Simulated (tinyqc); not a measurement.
Double-gate transistor below threshold, two-dimensional Poisson equation on a small mesh: effect of the insulator thickness.

Half of a symmetric double-gate structure: row 0 is the mid-plane of the body, where the normal field vanishes. Mobile charge is neglected (subthreshold), the body is fully depleted, and potentials are counted from the intrinsic level; rows run upward to the gate, columns from source to drain.

Mesh: rows i = 0..12 in the semiconductor (step hs = tb/12, row 12 on the interface), then 8 step(s) ho = tox/8 up to the gate row 20; columns j = 0..80 (step hy = L/80). Box integration, divided by eps0: up_i = eps hy/h of the interval above row i, dn_i = that of the interval below (0 for row 0), lat_i = (sum of eps h/2 over the intervals above and below)/hy, s_i = -q Na w_i hy/eps0 with w_i the semiconductor height of the box (hs/2 for row 0 and the interface row, hs between, 0 in the insulator). Each free node obeys (up + dn + 2 lat) psi = up psi(above) + dn psi(below) + lat [psi(left) + psi(right)] + s. Fixed values: gate row Vg - Vfb; column 0 at Vbi and the last column at Vbi + Vd in the semiconductor, each running linearly to Vg - Vfb across the insulator. The system is solved directly. On row 0 the minimum of psi and its place come from a parabola through the three lowest nodes; barrier = Vbi - minimum, swing = Vt ln 10/(d psi/dVg), DIBL = (d psi/dVd)/(d psi/dVg) there. Lambda = pi/k with k the smallest positive root of tan(k tox) tan(k tb) = eox/eps_r.

Values chosen for this exercise; semiconductor permittivity made up: temperature T = 273 K; relative permittivity of the semiconductor eps_r = 14.8; relative permittivity of the insulator eox = 9; half the body thickness tb = 6 nm; channel length L = 47 nm; acceptor density of the depleted body Na = 0 cm^-3; potential of the source Vbi = 0.47 V; gate offset Vfb = 0.06 V; gate voltage Vg = 0.05 V; drain voltage Vd = 0.5 V.

Constants: q = 1.602176634e-19 C, kB = 1.380649e-23 J/K, Vt = kB T/q, eps0 = 8.8541878128e-14 F/cm where lengths are in cm. Results are converted to the units shown.

Result of one run:
```
tox (nm),L/Lambda,barrier (V),place y/L,swing (mV/decade),DIBL (mV/V)
2.3,2.469,0.4466,0.4539,57.13,17.95
```

What becomes of these results when the insulator thickness tox is changed from 2.3 to 0.88 nm, all else the same?

Result of the changed run:
```
tox (nm),L/Lambda,barrier (V),place y/L,swing (mV/decade),DIBL (mV/V)
0.88,3.167,0.4682,0.4641,55.18,6.125
```

The whole series:
```
tox (nm),L/Lambda,barrier (V),place y/L,swing (mV/decade),DIBL (mV/V)
0.88,3.167,0.4682,0.4641,55.18,6.125
1.2,2.969,0.4641,0.4617,55.54,8.290
1.7,2.714,0.4568,0.4581,56.19,12.28
2.3,2.469,0.4466,0.4539,57.13,17.95
3.2,2.188,0.4294,0.4479,58.79,27.99
4.4,1.913,0.4041,0.4402,61.42,43.76
```

As tox goes from 0.88 to 4.4 nm, the barrier falls from 0.468 to 0.404 V, the swing rises from 55.2 to 61.4 mV a decade and DIBL rises from 6.13 to 43.8 mV/V; the ideal swing is 54.2. L/Lambda goes from 3.2 to 1.9.

Computed by the program tinyqc: `OMP_NUM_THREADS=1 python tinyqc.py 2480077 2480078 out.jsonl`, one thread of a shared Intel Xeon 2.30GHz, about 0.1 s for the whole run.
